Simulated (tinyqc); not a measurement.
Virtual-crystal alloy A(1-x)B(x) in sp3s* tight binding, step by step. Values are carried at full precision from step to step, so a last printed digit may differ when a step is redone from the rounded ones.

Virtual crystal: a(x) = (1 - x) aA + x aB (Vegard); the six levels are averaged linearly; the seven couplings follow Harrison's rule, V(x) a(x)^2 = (1 - x) V_A aA^2 + x V_B aB^2. No spin-orbit coupling and no disorder. Gaps are measured from the top of the valence band at Gamma; the Delta value is the minimum on (kx,0,0) for kx from 0.5 to 1.

Parameters, chosen for this exercise (A near a published set for Si, B for Ge; such sets place X and L only to about 0.5 eV; the results hold for these values, not for the real material):
```
symbol  value                                                                                         unit      meaning
aA      5.432                                                                                         angstrom  lattice constant of A
aB      5.659                                                                                         angstrom  of B
pA      (-4.196, 1.72, -4.196, 1.72, 6.665, 6.665, -8.3, 1.721, 4.591, 5.732, 5.732, 5.392, 5.392)    eV        order Esa, Epa, Esc, Epc, Exa, Exc, Vss, Vxx, Vxy, Vsapc, Vscpa, Vxapc, Vpaxc
pB      (-5.875, 1.616, -5.875, 1.616, 6.375, 6.375, -6.771, 1.604, 4.893, 5.48, 5.48, 5.206, 5.206)  eV        the same for B
x       0.34                                                                                                    fraction of B
```

## Parameters of the alloy

Form a(x) and the thirteen parameters.

a(x) = 5.5092 angstrom

parameters (eV): Esa -4.7669, Epa 1.6846, Esc -4.7669, Epc 1.6846, Exa 6.5664, Exc 6.5664, Vss -7.7546, Vxx 1.6797, Vxy 4.7011, Vsapc 5.6438, Vscpa 5.6438, Vxapc 5.3273, Vpaxc 5.3273

Against a plain linear average the 1/a^2 rule changes Vss by +25.5 meV and Vxy by +7.4 meV.

## Levels at Gamma

The parameters stand in the order Esa, Epa, Esc, Epc, Exa, Exc, Vss, Vxx, Vxy, Vsapc, Vscpa, Vxapc, Vpaxc. At k = 0 the s levels are the roots of [[Esa, Vss], [Vss, Esc]] and the p levels those of [[Epa, Vxx], [Vxx, Epc]]; the direct gap runs from the lower p root to the lower of the two upper roots.

s roots (eV): -12.5215  2.9878

p roots (eV): 0.0050  3.3643

direct gap = 2.9828 eV

The lowest empty level at Gamma is s-like.

## The Hamiltonian at L

sp3s* tight binding, nearest neighbours only: anion (a) at 0, cation (c) at a/4 (1,1,1), orbitals s, px, py, pz, s* on each; k in units of 2 pi/a. With phases e_j = exp(i (pi/2) k.n_j) for n = (1,1,1), (1,-1,-1), (-1,1,-1), (-1,-1,1): g0 = (e1+e2+e3+e4)/4, g1 = (e1+e2-e3-e4)/4, g2 = (e1-e2+e3-e4)/4, g3 = (e1-e2-e3+e4)/4. The diagonal holds the levels Esa, Epa, Exa (s*) and Esc, Epc, Exc. Anion-cation block: <sa|sc> = Vss g0; <sa|xc> = Vsapc g1; <xa|sc> = -Vscpa g1; <xa|xc> = Vxx g0; <xa|yc> = <ya|xc> = Vxy g3, <xa|zc> = <za|xc> = Vxy g2, <ya|zc> = <za|yc> = Vxy g1; <s*a|xc> = Vxapc g1; <xa|s*c> = -Vpaxc g1; y and z take g2 and g3 in place of g1; s-s* and s*-s* vanish.

k = (1/2,1/2,1/2); parameters in the order Esa, Epa, Esc, Epc, Exa, Exc, Vss, Vxx, Vxy, Vsapc, Vscpa, Vxapc, Vpaxc.

g0, g1, g2, g3: 0.3536-0.3536i  -0.3536+0.3536i  -0.3536+0.3536i  -0.3536+0.3536i

H (eV):
```
                  sa               xa               ya               za              s*a               sc
sa           -4.7669                0                0                0                0  -2.7417+2.7417i
xa                 0           1.6846                0                0                0   1.9954-1.9954i
ya                 0                0           1.6846                0                0   1.9954-1.9954i
za                 0                0                0           1.6846                0   1.9954-1.9954i
s*a                0                0                0                0           6.5664                0
sc   -2.7417-2.7417i   1.9954+1.9954i   1.9954+1.9954i   1.9954+1.9954i                0          -4.7669
xc   -1.9954-1.9954i   0.5939+0.5939i  -1.6621-1.6621i  -1.6621-1.6621i  -1.8835-1.8835i                0
yc   -1.9954-1.9954i  -1.6621-1.6621i   0.5939+0.5939i  -1.6621-1.6621i  -1.8835-1.8835i                0
zc   -1.9954-1.9954i  -1.6621-1.6621i  -1.6621-1.6621i   0.5939+0.5939i  -1.8835-1.8835i                0
s*c                0   1.8835+1.8835i   1.8835+1.8835i   1.8835+1.8835i                0                0

                  xc               yc               zc             s*c
sa   -1.9954+1.9954i  -1.9954+1.9954i  -1.9954+1.9954i               0
xa    0.5939-0.5939i  -1.6621+1.6621i  -1.6621+1.6621i  1.8835-1.8835i
ya   -1.6621+1.6621i   0.5939-0.5939i  -1.6621+1.6621i  1.8835-1.8835i
za   -1.6621+1.6621i  -1.6621+1.6621i   0.5939-0.5939i  1.8835-1.8835i
s*a  -1.8835+1.8835i  -1.8835+1.8835i  -1.8835+1.8835i               0
sc                 0                0                0               0
xc            1.6846                0                0               0
yc                 0           1.6846                0               0
zc                 0                0           1.6846               0
s*c                0                0                0          6.5664
```

## Levels at L

Diagonalise H; four bands are filled. The top of the valence band is the lower p root at Gamma.

levels (eV): -10.2842  -7.3821  -1.5057  -1.5057  1.8853  2.4819  4.8750  4.8750  8.9970  11.2704

gap from the valence top to L = 1.8804 eV

## The three valleys

The same at Gamma, along Delta and at L.

gaps (eV): Gamma 2.9828, Delta 1.0361, L 1.8804

position of the Delta minimum = 0.755 2 pi/a

In this model the alloy is indirect, with its lowest valley at the Delta line and the next 844 meV above. The bowing from disorder and bond relaxation, left out here, lowers real gaps, by tenths of an eV in badly matched pairs.

## Checks

- Direct gap from the blocks against the full matrix: both 2.98283.

Program tinyqc; command `OMP_NUM_THREADS=1 python tinyqc.py 1451239 1451240 out.jsonl`; about 0.05 s on one thread of a shared Intel(R) Xeon(R) Processor @ 2.30GHz.
